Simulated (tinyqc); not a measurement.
Haynes-Shockley experiment: drift, diffusion and decay of a minority-carrier pulse: one step, computed by the program tinyqc.

A thin sheet of excess carriers is made at x = 0, t = 0 in a long uniform bar; injection is low, so the pulse moves with the minority mobility.

Question. Simple reading of the pulse. With w the full width at half maximum: mu = d/(F t_p); D = (w d)^2/(16 ln2 t_p^3); Einstein ratio D/mu against k_B T/e.

Inputs (values chosen for the exercise, modelled on electrons in p-type germanium in a lightly doped bar):
```
quantity                     value        unit
minority mobility mu          3560  cm^2/(V s)
temperature T                  330           K
field F                         11        V/cm
distance d to the collector    0.9          cm
```

time of the peak t_p = 22.78079 microsecond

width at half maximum = 4.057907 microsecond

D = 101.2364 cm^2/s

Constants: k_B = 8.617333262e-05 eV/K.

Give: apparent mobility; apparent D; apparent D/mu; error of mu; error of D.

Answer.

apparent mobility = 3592 cm^2/(V s)

apparent D = 102 cm^2/s

apparent D/mu = 28.3 mV

error of mu = 0.886 %

error of D = 0.485 %
